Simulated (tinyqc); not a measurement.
Threshold-voltage variability of a planar MOSFET, analytic estimates: one step of the calculation.

Three independent sources add in quadrature: random dopants in the depleted layer, metal-gate grains of two orientations, and roughness of the two gate edges acting through the roll-off VT = VT(long) - Vr exp(-L/l). These are first-order estimates: no three-dimensional electrostatics, no percolation.

Task. Margin in standard deviations for the wanted yield. Cells fail independently with probability Q(k) = erfc(k/sqrt(2))/2 when the margin is k standard deviations, and Y = exp(-Nb Q(k)). phi = exp(-k^2/2)/sqrt(2 pi). Newton steps on ln Q(k) = ln(-ln(Y)/Nb): k(new) = k + [ln Q - ln(-ln(Y)/Nb)] Q/phi.

Values chosen for this exercise:
- Nb = 8388608 (number of cells)
- Y = 0.999 (wanted yield)

k at the start = 2

Wanted: Q(k); phi; k after iteration 1.

Result.

Q(k) = 0.02275
phi = 0.05399
k after iteration 1 = 10.03

Numbers from tinyqc (`OMP_NUM_THREADS=1 python tinyqc.py 2090035 2090036 out.jsonl`; about 0.01 s on one thread of a shared Intel Xeon 2.30GHz).
